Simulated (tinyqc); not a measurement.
Epitaxial growth on a vicinal surface: Burton-Cabrera-Frank step flow, step-edge barrier and island nucleation. Changing the step-edge barrier E_s. Computed by tinyqc, a small Python program. Command: `OMP_NUM_THREADS=1 python tinyqc.py 3017152 3017153 out.jsonl stepflow sweep`. One thread of a shared host (Intel(R) Xeon(R) Processor @ 2.30GHz), about 0.05 s of CPU time with the checks.

Adatoms land at rate F, hop on a square grid (a simplification for hexagonal faces), desorb, or join steps. Lengths are in units of a and n is the adatom coverage. Steps ascend at x = 0 and descend at x = l.

Inputs (values chosen for the exercise, close to those used for GaN(0001)): site spacing a = 3.19 angstrom; step height h = 2.59 angstrom; diffusion barrier E_d = 1.23 eV; desorption energy E_a = 2.76 eV; adatom formation energy E_f = 1.18 eV; attempt frequency nu = 5 THz; deposition rate F = 0.1 layers/s; miscut angle = 8 degrees; temperature T = 980 C.

Constants: k_B = 8.617333262e-05 eV/K.

Method:
- D = nu exp(-E_d/(k_B T)) (a^2/s, nu counted per direction); tau = exp(E_a/(k_B T))/nu; x_s = sqrt(D tau); n_eq = exp(-E_f/(k_B T)); terrace width l = h/(a tan(miscut)); Schwoebel length l_s = exp(E_s/(k_B T)) - 1.
- Temperatures in kelvin are T(C) + 273.15.
- D n'' - n/tau + F = 0 with n(0) = n_eq and -l_s n'(l) = n(l) - n_eq. With u = n - F tau, A = n_eq - F tau, y = l/x_s, s = l_s/x_s: u = A cosh(x/x_s) + B sinh(x/x_s), B = A (1 - cosh y - s sinh y)/(sinh y + s cosh y). Flux into the ascending step J+ = D B/x_s, over the descending one J- = -(D/x_s)(A sinh y + B cosh y); step velocity J+ + J-; growth rate (J+ + J-)/l. For small y: J+ + J- = (F - n_eq/tau) l, J-/J+ = l/(l + 2 l_s).
- The coverage peaks where n' = 0, tanh(x/x_s) = -B/A.

One run for each value; columns: (1) step-edge barrier E_s (eV); (2) J- (atoms per step site and s); (3) J+ (atoms per step site and s); (4) peak coverage; (5) position of the peak (a); (6) Schwoebel length l_s (a):
```
(1)       (2)      (3)         (4)     (5)     (6)
0.00  0.28679  0.28679  1.7972e-05  2.8885    0.00
0.05  0.26026  0.31332  1.7973e-05  3.1557    0.59
0.10  0.22691  0.34667  1.7975e-05  3.4916    1.52
0.15  0.18853  0.38505  1.7977e-05  3.8782    3.01
0.20  0.14859  0.42499  1.7980e-05  4.2804    5.37
0.40  0.03650  0.53708  1.7990e-05  5.4094   39.61
0.50  0.01544  0.55814  1.7992e-05  5.6215  101.53
```

Give the missing row, step-edge barrier E_s (eV) = 0.30.

Computed row; columns: (1) step-edge barrier E_s (eV); (2) J- (atoms per step site and s); (3) J+ (atoms per step site and s); (4) peak coverage; (5) position of the peak (a); (6) Schwoebel length l_s (a):
```
(1)       (2)      (3)         (4)     (5)    (6)
0.30  0.07940  0.49417  1.7986e-05  4.9773  15.09
```

Interpolating between the two neighbouring rows (linearly) misses most in Schwoebel length l_s (a), by 49 %. Over the rows, J- (atoms per step site and s) falls from 0.287 to 0.0154; J+ (atoms per step site and s) rises from 0.287 to 0.558; peak coverage rises from 1.7972e-5 to 1.7992e-5. The barrier matters once l_s is comparable with l; in the limit the descending step reflects, the peak moves to x = l and the excess coverage is four times as large when desorption is weak.

Caution (all rows): terraces under ten sites wide are at the edge of a continuum description.

Extremes, crossings and ranges named in words are read from the listed rows.
